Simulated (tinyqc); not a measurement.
# Trap density from one capacitance

Problem. Traps spread evenly through the insulator exchange electrons with the semiconductor by tunnelling, with tau(x) = t0 exp(2 ka x) at depth x from the interface. The admittance per area Y seen at depth x obeys dY/dx = -Y^2/(i w eps0 eox) + q Nb ln(1 + i w tau)/tau, with Y(0) = i w Cs and w = 2 pi f; the gate sees Y(tox) = G + i w C. Working variable y = Y/(i w), in uF/cm^2. Cox = eps0 eox/tox. Find Nb and G/w.

Inputs (values chosen for the exercise): relative permittivity of the insulator eox = 22.4; insulator thickness tox = 3.8 nm; semiconductor capacitance in accumulation Cs = 5.2 uF/cm^2; decay constant of the wave function in the insulator ka = 5.1 1/nm; time constant of a trap at the interface t0 = 3e-10 s; frequency f = 1e6 Hz.

Constants: q = 1.602176634e-19 C, eps0 = 8.8541878128e-14 F/cm where lengths are in cm. Results are converted to the units shown.

C = 2.7219567 uF/cm^2

Solution. C rises steadily with Nb, so one density matches; in practice ka and t0 must come from the frequency dependence.

Nb = 3.50e19 cm^-3 eV^-1
G/w = 0.0288 uF/cm^2

Numbers from tinyqc (`OMP_NUM_THREADS=1 python tinyqc.py 2202168 2202169 out.jsonl`; about 0.4 s on one thread of a shared Intel Xeon 2.30GHz).
